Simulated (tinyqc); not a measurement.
Comparisons within one model: propagation of a band-gap error through k.p and effective-mass formulas. A value that a table varies takes the place of the one given here.

Chain, for a gap E (the reference Eg or another value), with Ep and Dso kept: 1/me = 1 + Ep (E + 2 Dso/3)/(E (E + Dso)); g* = 2 - 2 Ep Dso/(3 E (E + Dso)); g1(E) = g1 + (Ep/3)(1/E - 1/Eg), g2(E) = g2 + (Ep/6)(1/E - 1/Eg), light hole 1/(g1 + 2 g2), heavy hole 1/(g1 - 2 g2) along [100]; optical constant ei(E) = 1 + (ei - 1)(EP/(EP + E - Eg))^2, static e0(E) = ei(E) + e0 - ei.

Donor: R = Ry me/e0^2, a_B = a0 e0/me, Mott density (0.26/a_B)^3. Nc, Nv = 2 (m kT/(4 pi c))^(3/2), c = hbar^2/2m0, ni = sqrt(Nc Nv) exp(-E/2kT). Exciton: Ry mu/e0^2 with 1/mu = 1/me + g1(E). 1 angstrom^-3 = 1e24 cm^-3.

Constants: Ry = 13.60569312 eV; a0 (Bohr radius) = 0.5291772105 angstrom; kB = 8.617333262e-05 eV/K; hbar^2/2m0 = 3.80998211 eV angstrom^2.

Inputs chosen for the exercise (reference values near those of ZnSe, gap at low temperature; not measured data): Eg = 2.776 eV (gap at Gamma to the s-like level); Dso = 0.402 eV (spin-orbit splitting); Ep = 24 eV (Kane energy); g1 = 3.77 (Luttinger gamma1); g2 = 1.24 (gamma2); e0 = 8.75 (static dielectric constant); ei = 5.86 (optical dielectric constant); EP = 6.82 eV (mean (Penn) gap); mh = 0.49 m0 (density-of-states mass of the holes); T = 77 K (temperature); Eg2 = 1.332 eV (a wrong gap, of the size a semi-local functional can give).

## The size of the error

E = f Eg; ratios against f = 1.

Results:

| f | E (eV) | me ratio | light-hole ratio | e0 ratio | donor ratio | Mott ratio | g* | log10 ni ratio |
|---|---|---|---|---|---|---|---|---|
| 0.25 | 0.694 | 0.296 | 0.265 | 1.595 | 0.116 | 0.00639 | -6.456 | 67.74 |
| 0.40 | 1.110 | 0.448 | 0.420 | 1.417 | 0.223 | 0.0317 | -1.830 | 54.25 |
| 0.60 | 1.666 | 0.641 | 0.619 | 1.237 | 0.419 | 0.139 | 0.132 | 36.19 |
| 0.80 | 2.221 | 0.825 | 0.813 | 1.103 | 0.678 | 0.418 | 0.896 | 18.11 |
| 1.00 | 2.776 | 1.000 | 1.000 | 1.000 | 1.000 | 1.00 | 1.271 | 0.00 |
| 1.20 | 3.331 | 1.168 | 1.182 | 0.920 | 1.381 | 2.05 | 1.483 | -18.12 |
| 1.50 | 4.164 | 1.407 | 1.444 | 0.828 | 2.053 | 4.91 | 1.662 | -45.31 |
| 2.00 | 5.552 | 1.776 | 1.856 | 0.725 | 3.378 | 14.7 | 1.805 | -90.66 |

What does this show, and why?

Between f = 0.8 and 1.2 the mean powers d ln(ratio)/d ln f are 0.86 for me, 0.92 for the light hole, -0.45 for e0, 1.76 for the donor energy and 3.92 for the Mott density; ni moves by -3.26 decades per 0.1 eV, against -0.1 eV/(2 kT ln 10) = -3.27 from the exponential alone, the rest coming from Nc through me^(3/4). g* changes sign between f = 0.40 and 0.60; the place of this zero hangs on remote bands, which are left out.

## What each input does

All at E = Eg2. Each row changes one parameter from the base and keeps the others.

Results:

| case | me (m0) | light hole (m0) | e0 | donor (meV) | exciton (meV) | log10 ni |
|---|---|---|---|---|---|---|
| base | 0.0567 | 0.0800 | 11.71 | 5.628 | 4.046 | -26.244 |
| Eg2 = 1.439 eV | 0.0607 | 0.0862 | 11.41 | 6.349 | 4.562 | -29.724 |
| Dso = 0.434 eV | 0.0570 | 0.0800 | 11.71 | 5.655 | 4.059 | -26.243 |
| Ep = 25.92 eV | 0.0528 | 0.0769 | 11.71 | 5.233 | 3.801 | -26.268 |
| g1 = 3.468 | 0.0567 | 0.0820 | 11.71 | 5.628 | 4.096 | -26.244 |
| EP = 6.274 eV | 0.0567 | 0.0800 | 12.09 | 5.281 | 3.796 | -26.244 |
| ei = 5.391 | 0.0567 | 0.0800 | 11.43 | 5.913 | 4.251 | -26.244 |
| mh = 0.451 m0 | 0.0567 | 0.0800 | 11.71 | 5.628 | 4.046 | -26.271 |
| T = 83.16 K | 0.0567 | 0.0800 | 11.71 | 5.628 | 4.046 | -22.965 |

How do the results move?

The largest shifts from the base row, up to three for each result and ties (the steps differ in size, so this ranks the rows, not the parameters). me (m0): Eg2 +0.0040, Ep -0.0040, Dso +0.0003; unchanged at the printed digits by g1, EP, ei, mh and T. light hole (m0): Eg2 +0.0062, Ep -0.0031, g1 +0.0020; unchanged at the printed digits by Dso, EP, ei, mh and T. e0: EP +0.38, Eg2 -0.30, ei -0.29; unchanged at the printed digits by Dso, Ep, g1, mh and T. donor (meV): Eg2 +0.720, Ep -0.395, EP -0.347; unchanged at the printed digits by g1, mh and T. exciton (meV): Eg2 +0.516, EP -0.250, Ep -0.245; unchanged at the printed digits by mh and T. log10 ni: Eg2 -3.479, T +3.279, mh -0.027; unchanged at the printed digits by g1, EP and ei.

Program tinyqc; command `OMP_NUM_THREADS=1 python tinyqc.py 1880286 1880287 out.jsonl`; about 0.01 s on one thread of a shared Intel(R) Xeon(R) Processor @ 2.30GHz.
